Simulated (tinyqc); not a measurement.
Deep-level transient spectroscopy: the DLTS spectrum.

Schottky contact on an n-type layer with shallow donors Nd (all ionised) and a donor-like deep trap, neutral when filled and positive when empty; depletion approximation. Traps within lam of the depletion edge stay filled. A long pulse to Vp fills the traps beyond x1 = Wp - lam; back at Vr those between x1 and x2 = Wr - lam emit. A rate window reads S = C(t2) - C(t1).

Emission rate en = sn vth(T) Nc(T) exp(-Et/kB T) = sn g T^2 exp(-Et/kB T), g = vth Nc/(300 K)^2, as vth goes as T^0.5 and Nc as T^1.5 (degeneracy factor 1). lam = sqrt(2 eps0 eps_r (EF - ET)/(q Nd)), EF - ET = Et - (kB T/q) ln(Nc(T)/Nd), Nc(T) = Nc (T/300 K)^1.5. In the steady state at the band bending V, 2 eps0 eps_r V/q = Nd W^2 + Nt (W - lam)^2 (the second term only if W > lam). W(t)^2 = Wr^2 + (Nt/Nd)(x2^2 - x1^2) exp(-en t), C = eps0 eps_r/W; for small Nt, dC/C = -(Nt/2 Nd) G exp(-en t) with G = (x2^2 - x1^2)/Wr^2. For an exponential transient S peaks where en = ew = ln(t2/t1)/(t2 - t1).

Inputs (values chosen for the exercise); material values close to those of germanium: relative permittivity eps_r = 16.1; conduction-band density of states at 300 K Nc = 1.04e19 cm^-3; thermal velocity at 300 K vth = 3.4e7 cm/s; shallow donor density Nd = 3.6e16 cm^-3; built-in voltage Vbi = 0.31 V; depth of the trap below the conduction edge Et = 0.24 eV; capture cross-section sn = 3.2e-17 cm^2; trap density Nt = 2e14 cm^-3; reverse bias Vr = 6.5 V; reverse bias during the filling pulse Vp = 0 V; first sampling time t1 = 0.5 ms; second sampling time t2 = 2.5 ms.

Constants: q = 1.602176634e-19 C, kB = 1.380649e-23 J/K, eps0 = 8.8541878128e-14 F/cm where lengths are in cm. Results are converted to the units shown.

The DLTS spectrum:

| T (K) | en (1/s) | S (pF/cm^2) |
|---|---|---|
| 152 | 32.03 | 2.902 |
| 157 | 61.25 | 5.329 |
| 163 | 126.8 | 10.06 |
| 169 | 250.1 | 16.68 |
| 175 | 471.8 | 23.28 |
| 181 | 855.5 | 25.88 |
| 187 | 1496 | 21.88 |
| 193 | 2532 | 13.69 |
| 199 | 4159 | 6.132 |
| 205 | 6648 | 1.774 |
| 211 | 1.036e4 | 0.2777 |
| 216 | 1.474e4 | 0.03121 |

S goes from 2.90 through a maximum of 25.9 (at T = 181 K among the rows listed) to 0.0312 pF/cm^2; en equals ew = 805 1/s at 180.4 K. Colder, the trap has hardly emitted by t2; warmer, it is empty before t1. Rows above half of the largest S span 169 to 193 K.

tinyqc, about 0.01 s, one thread, Intel Xeon 2.30GHz (shared host): `OMP_NUM_THREADS=1 python tinyqc.py 2050081 2050082 out.jsonl`
